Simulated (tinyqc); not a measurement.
Raman line shape of confined optical phonons and breathing modes of small crystals: one step, computed by the program tinyqc.

Confinement in 3 direction(s) lets phonons with q away from zero scatter light. q is in units of 2 pi/a, from 0 to 1, and the branch is isotropic: omega(q)^2 = (omega_0^2 + omega_X^2)/2 + ((omega_0^2 - omega_X^2)/2) cos(pi q). The model and its constant beta are phenomenological; beta = 8 is the common choice.

Problem. Breathing mode of the free sphere. Lamb: with s = omega R/v_L, R = L/2, the lowest radial mode solves tan(s)/s = 1/(1 - s^2 v_L^2/(4 v_T^2)), s between pi/2 and pi; wavenumber = s v_L/(2 pi c R).

Inputs (values chosen for the exercise, modelled on germanium): size L = 3.7 nm; longitudinal velocity = 5230 m/s; transverse velocity = 3220 m/s.

Shape: sphere.

Constants: c = 299792458 m/s.

Give: root s; breathing frequency; breathing wavenumber.

Solution.

root s = 2.4500

breathing frequency = 1102.3 GHz

breathing wavenumber = 36.770 1/cm
